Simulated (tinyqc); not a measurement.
Bias-temperature instability from a Gaussian distribution of capture and emission barriers. Changing the oxide field F. Computed by tinyqc, a small Python program. Command: `OMP_NUM_THREADS=1 python tinyqc.py 3029999 3030000 out.jsonl bti sweep`. One thread of a shared host (Intel(R) Xeon(R) Processor @ 2.30GHz), about 0.03 s of CPU time with the checks.

Each trap has a capture time tau_0 exp(E_c/(k_B T)) under stress and an emission time tau_0 exp(E_e/(k_B T)) after it. E_c is Gaussian, and E_e = E_c + d with d Gaussian and independent. A trap counts as filled once t_s exceeds its capture time and as emptied once t_r exceeds its emission time.

Inputs (values chosen for the exercise, for a model p-channel transistor): shift with all traps filled V_max = 360 mV; mean capture barrier at zero field mu_c = 1.93 eV; spread of capture barriers sigma_c = 0.36 eV; lowering of mu_c per field k_F = 0.048 eV/(MV/cm); time constant tau_0 = 1e-09 s; temperature T = 150 C; stress time t_s = 1000 s; failure criterion = 50 mV.

Constants: k_B = 8.617333262e-05 eV/K.

Method:
- Demarcation energies E_s = k_B T ln(t_s/tau_0), E_r = k_B T ln(t_r/tau_0); mean barrier mu = mu_c - k_F F; z = (E_s - mu)/sigma_c; Phi is the standard normal distribution.
- Temperatures in kelvin are T(C) + 273.15.
- Shift without recovery dV0 = V_max Phi(z); local time exponent n = d ln dV0/d ln t_s = (k_B T/sigma_c) exp(-z^2/2)/(sqrt(2 pi) Phi(z)); apparent activation energy n E_s.
- Solve V_max Phi(z) = criterion for t_s; the power-law extrapolation from the stress point is t_s (criterion/dV0)^(1/n); 1 year = 3.15576e7 s.

One run for each value:
```
oxide field F (MV/cm)  shift without recovery dV0 (mV)  time exponent n  log10 of the lifetime in s        z
3                                                5.506          0.25503                      7.6180  -2.1624
4                                                7.642          0.24299                      7.0463  -2.0290
5                                               10.440          0.23106                      6.4747  -1.8957
6                                               14.041          0.21924                      5.9030  -1.7624
7                                               18.595          0.20755                      5.3313  -1.6290
8                                               24.251          0.19600                      4.7596  -1.4957
9                                               31.154          0.18459                      4.1879  -1.3624
10                                              39.430          0.17336                      3.6162  -1.2290
```

Over the rows, shift without recovery dV0 (mV) rises from 5.51 to 39.4 (exponent d ln y / d ln x 1.1 between the first rows and 2.2 between the last); time exponent n falls from 0.255 to 0.173 (exponent d ln y / d ln x -0.17 between the first rows and -0.60 between the last); log10 of the lifetime in s falls from 7.62 to 3.62. The lifetime is exactly exponential in the field, 0.57 decades per MV/cm; the shift at fixed time follows the Gaussian tail and grows ever more slowly on a logarithmic scale.
